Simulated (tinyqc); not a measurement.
Inside a calculation. Model: inversion-layer mobility, back-scattering and ballistic limit of a field-effect transistor. Computed by tinyqc, a small Python program that keeps every step. Command: `OMP_NUM_THREADS=1 python tinyqc.py 3023994 3023995 out.jsonl mos walk`. One thread of a shared host (Intel(R) Xeon(R) Processor @ 2.30GHz), about 0.01 s of CPU time with the checks. Intermediate numbers are printed to about 5 digits and carried at full precision; extremes and crossings named in words are read from the listed rows.

The charge at the top of the source barrier is fixed by the gate; series resistance and short-channel effects are left out. F_j are Fermi integrals normalised to exp(eta) in the classical limit.

Inputs (values chosen for the exercise, modelled on a germanium p-channel):
```
quantity                                       value        unit
transport mass m                                 0.2         m_0
valley degeneracy g_v                              1           -
weight w of the inversion charge               0.333           -
permittivity eps                                  16           -
phonon mobility at 1 MV/cm and 300 K, mu_ph      280  cm^2/(V s)
roughness mobility at 1 MV/cm, mu_sr             340  cm^2/(V s)
Coulomb mobility at N_inv = 1e12/cm^2, mu_C      320  cm^2/(V s)
electrical oxide thickness t_inv                 4.8          nm
depletion charge N_dep                       3.5e+12      1/cm^2
gate overdrive V_G - V_T                        0.78           V
drain voltage V_D                               0.36           V
channel length L                                  24          nm
exponent a of the critical length               0.71           -
temperature T                                    300           K
```

Statistics at the top of the barrier: Fermi-Dirac.

Constants: eps_0 = 8.8541878128e-12 F/m; e = 1.602176634e-19 C; m_0 = 9.1093837015e-31 kg; k_B = 1.380649e-23 J/K; hbar = 1.054571817e-34 J s; k_B = 8.617333262e-05 eV/K.

## Charge and field

N_inv = 3.9 eps_0 (V_G - V_T)/(e t_inv); effective field E_eff = e (N_dep + w N_inv)/(eps eps_0).

inversion density N_inv = 3.5023e+12 1/cm^2

effective field E_eff = 0.52773 MV/cm

## Effective mobility

mu_phonon = mu_ph (E_eff/1 MV/cm)^(-0.3) (T/300 K)^(-1.75); mu_rough = mu_sr (E_eff/1 MV/cm)^(-2); mu_Coulomb = mu_C (N_inv/1e12 cm^-2) (T/300 K); Matthiessen's rule adds 1/mu.

phonon part = 339.18 cm^2/(V s)

roughness part = 1220.8 cm^2/(V s)

Coulomb part = 1120.7 cm^2/(V s)

effective mobility mu = 214.61 cm^2/(V s)

The phonon part is the lowest and holds 63 % of 1/mu.

## Ballistic limit

F_j(eta) = (1/Gamma(j + 1)) int_0^infinity x^j/(1 + exp(x - eta)) dx, F_0 = ln(1 + exp(eta)). Integrals over x = E/(k_B T) use 160 Gauss-Legendre points in u = sqrt(x) from 0 to sqrt(max(eta, 0) + 32). Ballistic channel: N_2D = g_v m k_B T/(pi hbar^2), U = e V_D/(k_B T); eta_F solves N_inv = (N_2D/2)[F_0(eta_F) + F_0(eta_F - U)]; v_T = sqrt(2 k_B T/(pi m)); I/W = e (N_2D/2) v_T [F_1/2(eta_F) - F_1/2(eta_F - U)]; injection velocity v_T F_1/2(eta_F)/F_0(eta_F).

N_2D = 2.1598e+12 1/cm^2

eta_F = 3.2033

thermal velocity v_T = 1.2030 1e7 cm/s

injection velocity = 1.8072 1e7 cm/s

ballistic current I/W = 1014.1 microampere/micrometre

Degeneracy raises the injection velocity by a factor 1.50.

## Back-scattering

Mean free path lambda = (2 k_B T/e)(mu/v_T) F_0(eta_0)/F_-1/2(eta_0), with eta_0 from N_inv = N_2D F_0(eta_0); critical length l = L (1 + U)^(-a), an empirical rule; back-scattering r = l/(l + lambda). Then eta solves N_inv = (N_2D/2)[(1 + r) F_0(eta) + (1 - r) F_0(eta - U)] and I/W = e (N_2D/2) v_T (1 - r)[F_1/2(eta) - F_1/2(eta - U)]. Ballistic ratio: I over the ballistic current. Apparent mobility 1/(1/mu + 1/mu_B), mu_B = mu L/lambda.

eta_0 = 1.4014

mean free path lambda = 12.403 nm

critical length l = 3.5215 nm

back-scattering coefficient r = 0.22113

current I/W = 607.42 microampere/micrometre

ballistic ratio = 0.59900

apparent low-field mobility = 141.49 cm^2/(V s)

L/lambda = 1.93, but at this drain voltage only the first 3.52 nm can return a carrier to the source, so the device works at 60 % of its ballistic limit.

## Channel length

The last column is the long-channel law e N_inv mu V/L with V = V_D - V_D^2/(2 V_ov) below pinch-off and V_ov/2 above, V_ov = V_G - V_T.

Currents (microampere/micrometre):
```
L (nm)        r     I/W  ballistic ratio  long-channel law
5       0.05585  890.74          0.87839            6669.7
10      0.10578  793.75          0.78275            3334.8
20      0.19133  651.21          0.64218            1667.4
40      0.32120  478.34          0.47171             833.7
80      0.48622  311.85          0.30752             416.9
160     0.65431  183.58          0.18104             208.4
400     0.82554   82.09          0.08095              83.4
1000    0.92206   34.45          0.03397              33.3
```

The current scales as L^-0.95 at the long end and as L^-0.17 at the short end, where it reaches 88 % of the ballistic 1010. The long-channel law passes the ballistic limit between 20.0 and 40.0 nm and has no meaning below. At 1000 nm the model gives 1.03 times the long-channel law. Raising mu by 10 % at 20 nm raises I by 3.4 %.

## The mobility curve

The formulas are those given above.

Mobilities (cm^2/(V s)):
```
V_G - V_T (V)  N_inv (1/cm^2)  E_eff (MV/cm)  phonon  roughness  Coulomb   total
0.03               1.3470e+11        0.40090  368.34     2115.4     43.1   37.90
0.06               2.6941e+11        0.40598  366.95     2062.9     86.2   67.52
0.12               5.3882e+11        0.41612  364.24     1963.5    172.4  110.44
0.20               8.9803e+11        0.42965  360.76     1841.8    287.4  147.17
0.35               1.5716e+12        0.45502  354.61     1642.2    502.9  184.59
0.50               2.2451e+12        0.48038  348.88     1473.4    718.4  202.55
0.75               3.3676e+12        0.52266  340.17     1244.6   1077.6  214.08
1.00               4.4902e+12        0.56493  332.32     1065.3   1436.9  215.34
1.50               6.7352e+12        0.64948  318.70      806.0   2155.3  206.51
```

The lowest part is Coulomb from 0.0300 to 0.200, phonon from 0.350 to 1.50 V. The total peaks at 215 near E_eff = 0.56 MV/cm: screening lifts it at low density and the field presses it down at high density.

Checks made by the program: long channel and small V_D against the drift formula e N mu V_D/L (relative difference 2e-04).
